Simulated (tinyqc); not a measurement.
Worked calculation: Raman shift of the zone-centre optical phonon of a diamond-structure crystal under stress. Computed by tinyqc, a small Python program that keeps every step. Command: `OMP_NUM_THREADS=1 python tinyqc.py 3031734 3031735 out.jsonl ramanstress walk`. One thread of a shared host (Intel(R) Xeon(R) Processor @ 2.30GHz), about 0.01 s of CPU time with the checks. Intermediate numbers are printed to about 7 digits and carried at full precision; extremes and crossings named in words are read from the listed rows.

Axes x, y, z are the cube axes. Strain shifts the threefold optical mode and can split it; p, q and r are the phonon deformation potentials.

Inputs (values chosen for the exercise, modelled on silicon):

| quantity | value | unit |
|---|---|---|
| unstrained frequency omega_0 | 519.9 | 1/cm |
| p/omega_0^2 | -1.78 | - |
| q/omega_0^2 | -2.37 | - |
| r/omega_0^2 | -0.686 | - |
| C11 | 166.8 | GPa |
| C12 | 63.47 | GPa |
| C44 | 79.76 | GPa |
| stress sigma (tension positive) | -0.26 | GPa |
| polarisation angle phi | 75 | degree |
| temperature coefficient d omega/dT | -0.021 | 1/(cm K) |
| local temperature T | 450 | K |
| laser wavelength | 457.9 | nm |

Stress state: hydrostatic. Axis: none.

Constants: h = 6.62607015e-34 J s; c = 299792458 m/s; k_B = 1.380649e-23 J/K.

## Compliances

S11 = (C11 + C12)/D, S12 = -C12/D, D = (C11 - C12)(C11 + 2 C12), S44 = 1/C44.

S11 = 7.586611 1/TPa

S12 = -2.091120 1/TPa

S44 = 12.53761 1/TPa

## Stress and strain tensors

Hydrostatic stress: sigma_ij = sigma delta_ij. eps_xx = S11 sigma_xx + S12 (sigma_yy + sigma_zz), and cyclic; eps_xy = S44 sigma_xy/2 (tensor strain).

stress (GPa):
```
       x      y      z
x  -0.26   0.00   0.00
y   0.00  -0.26   0.00
z   0.00   0.00  -0.26
```

strain (per mille):
```
            x           y           z
x  -0.8851365   0.0000000   0.0000000
y   0.0000000  -0.8851365   0.0000000
z   0.0000000   0.0000000  -0.8851365
```

volume strain = -2.655410 per mille

## Secular matrix and shifts

Secular matrix: M_xx = p eps_xx + q (eps_yy + eps_zz), M_xy = 2 r eps_xy; its eigenvalues are omega^2 - omega_0^2, and the shifts are these over 2 omega_0.

M/(2 omega_0) (1/cm):
```
          x         y         z
x  1.500195  0.000000  0.000000
y  0.000000  1.500195  0.000000
z  0.000000  0.000000  1.500195
```

shifts, in rising order (1/cm): 1.500195  1.500195  1.500195

The three modes stay degenerate. Compression hardens every mode.

## Mean shift and Grueneisen parameter

gamma = -(p + 2q)/(6 omega_0^2); the mean of the three shifts is -gamma omega_0 x (volume strain).

mode Grueneisen parameter gamma = 1.086667

mean shift = 1.500195 1/cm

## The line seen from a (001) surface

Backscattering from a (001) surface: incident polarisation (cos phi, sin phi, 0). With Raman tensors (R_z)_xy = (R_z)_yx = 1 and cyclic, only the z component u_z of a mode counts: I = u_z^2 sin^2(2 phi) for parallel and u_z^2 cos^2(2 phi) for crossed polarisers. An unresolved line sits at the intensity-weighted shift, which is M_zz/(2 omega_0).

total intensity, parallel = 0.25

total intensity, crossed = 0.75

shift of the observed line = 1.500195 1/cm

shift per stress = -5.769980 1/(cm GPa)

stress per shift = -173.3108 MPa cm

The z-polarised mode is an eigenmode here, so one line is seen. Caution: this stress has components normal to the (001) face, so it cannot reach a free (001) surface; it can act on buried material.

## The same stress in different states

Uniaxial: sigma n n^T; biaxial: sigma (1 - n n^T); hydrostatic: sigma 1. The line seen from (001) is taken as unresolved, at the intensity-weighted shift M_zz/(2 omega_0).

Shifts (1/cm):

| state | lowest | middle | highest | line seen from (001) |
|---|---|---|---|---|
| uniaxial [100] | 0.242790 | 0.628702 | 0.628702 | 0.628702 |
| uniaxial [110] | 0.145095 | 0.628702 | 0.726397 | 0.628702 |
| uniaxial [001] | 0.242790 | 0.628702 | 0.628702 | 0.242790 |
| uniaxial [111] | 0.306297 | 0.306297 | 0.887600 | 0.500065 |
| biaxial, normal [001] | 0.871492 | 0.871492 | 1.257405 | 1.257405 |
| biaxial, normal [111] | 0.612595 | 1.193897 | 1.193897 | 1.000130 |
| hydrostatic | 1.500195 | 1.500195 | 1.500195 | 1.500195 |

Seen from (001), uniaxial stress along [100] and along [110] give the same shift (0.629), and equal biaxial stress in the plane gives twice as much (1.257), since only sigma_xx + sigma_yy and sigma_zz enter M_zz. Stress along [001] gives 0.243. One measured shift therefore fixes the stress only once its state is assumed: read as uniaxial in the plane, a shift implies twice the stress that it does read as biaxial.

## Heating mistaken for stress

A temperature above 300 K shifts the line by (d omega/dT)(T - 300 K); divided by the shift per stress it poses as a stress; the total shift adds it to the shift of the observed line. The anti-Stokes to Stokes ratio is [(omega_L + omega_0)/(omega_L - omega_0)]^3 exp(-h c omega_0/(k_B T)) in photon counts, omega_L = 1/wavelength, resonance effects left out.

thermal shift = -3.15 1/cm

apparent stress from heating = 0.5459291 GPa

total shift = -1.649805 1/cm

anti-Stokes/Stokes ratio = 0.2188426

Heating poses as tension, 210 % of the true stress in size; the intensity ratio gives T apart from the shift.

Checks made by the program: mean of the eigenvalues against the trace rule (relative difference below 1e-10); weighted mean of the modes against M_zz (relative difference below 1e-10).
